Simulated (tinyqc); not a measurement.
# Charge centroid from charge and shift

Question. A sheet of N electrons in the storage layer of a charge-trap cell shifts the threshold by U = (q/eps0) N (tb/eb + xc tn/en). Find xc and the distance xc tn from the blocking layer.

Parameters, values chosen for the exercise:

| symbol | value | unit | meaning |
|---|---|---|---|
| tn | 6.2 | nm | storage layer |
| en | 7.2 |  | its relative permittivity |
| tb | 13.5 | nm | blocking layer |
| eb | 9 |  | its relative permittivity |

Constants: q = 1.602176634e-19 C, eps0 = 8.8541878128e-14 F/cm where lengths are in cm. Results are converted to the units shown.

N = 3.3e12 cm^-2
U = 1.0551118 V

Answer. U eps0/(q N) is the electrical distance from the gate; subtract that of the blocking layer.

xc = 0.310
distance = 1.92 nm

Program tinyqc, `OMP_NUM_THREADS=1 python tinyqc.py 2130165 2130166 out.jsonl`; Intel Xeon 2.30GHz, shared host, one thread, about 0.08 s.
